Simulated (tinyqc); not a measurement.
Physical sputtering: collision-cascade yield, angular dependence, faceting and resputtering in deposition. From yield Y0 back to surface binding energy U. Computed by tinyqc, a small Python program. Command: `OMP_NUM_THREADS=1 python tinyqc.py 3031067 3031068 out.jsonl sputter inv`. One thread of a shared host (Intel(R) Xeon(R) Processor @ 2.30GHz), about 0.02 s of CPU time with the checks.

Ions start collision cascades; atoms that reach the surface with more than U leave. The target is amorphous or fine-grained.

Inputs (values chosen for the exercise, modelled on xenon ions on germanium):
```
quantity           value     unit
ion Z1                54        -
ion mass M1        131.3        u
target Z2             32        -
target mass M2      72.6        u
target density N    44.2   1/nm^3
fit factor Q        0.63        -
ion energy E         130       eV
current density J    0.2  mA/cm^2
```

Constants: e = 1.602176634e-19 C.

Method. gamma = 4 M1 M2/(M1 + M2)^2; threshold E_th = 6.7 U/gamma for M1 >= M2, else U (1 + 5.7 M1/M2)/gamma. eps = 0.03255 M2 E/(Z1 Z2 (M1 + M2) z), z = (Z1^(2/3) + Z2^(2/3))^(1/2), E in eV; s_n = 3.441 sqrt(eps) ln(eps + 2.718)/(1 + 6.355 sqrt(eps) + eps (6.882 sqrt(eps) - 1.708)); S_n = 84.78 Z1 Z2 M1 s_n/((M1 + M2) z) in eV angstrom^2; alpha = 0.249 (M2/M1)^0.56 + 0.0035 (M2/M1)^1.5 for M1 <= M2, else 0.0875 (M2/M1)^(-0.15) + 0.165 M2/M1; Y0 = 0.042 Q alpha S_n/U [1 - sqrt(E_th/E)]^2.5 (the electronic-loss factor of the full formula is dropped). Erosion rate = Y0 J/(e N); 1 cm^2 = 1e14 nm^2.

Task: A run gave the result below. Find the surface binding energy U, known to lie between 2.6 and 5.9 eV.

yield Y0 = 0.1715592 atoms per ion

Result:

Each step takes the trial c = (a f_b - b f_a)/(f_b - f_a), f being the result less the target and a, b, c the logarithms of the listed values; c replaces end b, the old b replaces a if the sign of f changed, and otherwise f_a is halved.

Scan of the range:
```
surface binding energy U (eV)  yield Y0 (atoms per ion)
2.60                                           0.459826
2.98                                           0.358810
3.42                                           0.275470
3.92                                           0.208574
4.49                                           0.155119
5.15                                           0.112304
5.90                                           0.079172
```

False position (Illinois rule, in the logarithm of the input) inside the bracket:
```
step    end a    end b    trial  yield Y0 (atoms per ion)
1     3.92000  4.49000  4.30638                  0.170296
2     3.92000  4.30638  4.28060                  0.172568
3     4.30638  4.28060  4.29203                  0.171556
4     4.28060  4.29203  4.29200                  0.171559
5     4.28060  4.29200  4.29200                  0.171559
6     4.29200  4.29200  4.29200                  0.171559
```

Yield Y0 falls at every point of a 13-point scan of the range (every second point is shown), so one value fits; it is bracketed by 3.92 and 4.49. Answer: surface binding energy U = 4.292 eV.

Caution: within a few times the threshold, cascades are short and these fits are rough.
